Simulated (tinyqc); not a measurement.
Stacked nanosheet transistor, parasitic resistance, capacitance and delay: two steps of the calculation.

Ns sheets share one contact on top; each has perimeter p = 2 (Ws + ts) and cross-section A = Ws ts; contact width Wc = Ws + 10 nm, stack height Hs = Ns pv. Sheet 1 is the top one. Contact length Lc = CPP - Lg - 2 Lsp, shared by two neighbouring gates. Source and drain sides are equal. The formulas are first-order estimates, not field solutions.

Values chosen for this exercise; values close to those of silicon logic devices:
- T = 300 K (temperature)
- Ws = 12 nm (sheet width)
- ts = 4 nm (sheet thickness)
- rv = 93 ohm (vertical resistance between sheet levels)
- Lg = 16 nm (gate length)
- Cinv = 2.3 uF/cm^2 (inversion capacitance)
- vx = 1.3e7 cm/s (injection velocity)
- mu = 180 cm^2/(V s) (apparent mobility)
- VT = 0.25 V (threshold at zero drain voltage)
- dl = 0.036 V/V (barrier lowering)
- n = 1.28 (subthreshold factor)
- Vdd = 0.6 V (supply voltage)

Constants: q = 1.602176634e-19 C, kB = 1.380649e-23 J/K, Vt = kB T/q. Results are converted to the units shown.

Task 1. Sheet currents at Vgs = Vdd, Vds = Vdd/2. One sheet: I = p Q vx u/(1 + |u|^1.8)^(1/1.8), Q = Cinv n Vt ln(1 + exp((Vg' - VT + dl Vd')/(n Vt))), u = Vd' mu/(vx Lg), Vg' = Vgs - v, Vd' = Vds - 2 v, with the drop on each side v_j = Rc sum I + rv (sum over levels k = 2..j of the current of sheets k..Ns) + Rx I_j. I(new) = I(out).

I after iteration 1 (uA): sheet 1 31.495197, sheet 2 31.495197, sheet 3 31.495197, sheet 4 31.495197, sheet 5 31.495197
Rc = 354.92360 ohm
Rx = 433.33333 ohm

Give: drop v; I(out); I after iteration 2.

Result 1.

drop v (mV): sheet 1 69.540, sheet 2 81.256, sheet 3 90.043, sheet 4 95.901, sheet 5 98.830
I(out) (uA): sheet 1 21.463, sheet 2 19.304, sheet 3 17.521, sheet 4 16.237, sheet 5 15.563
I after iteration 2 (uA): sheet 1 21.463, sheet 2 19.304, sheet 3 17.521, sheet 4 16.237, sheet 5 15.563

Task 2. Effective current, delay and energy. Ieff = (IH + IL)/2, delay CL Vdd/(2 Ieff), energy CL Vdd^2, with CL the load of an inverter that drives an equal one.

IH = I(Vdd, Vdd/2) = 113.33082 uA
IL = I(Vdd/2, Vdd), solved likewise = 28.169104 uA
CL = 716.67003 aF

Give: Ieff; delay; energy.

Result 2.

Ieff = 70.750 uA
delay = 3.0389 ps
energy = 258.00 aJ

Program tinyqc, `OMP_NUM_THREADS=1 python tinyqc.py 2170139 2170140 out.jsonl`; Intel Xeon 2.30GHz, shared host, one thread, about 0.2 s.
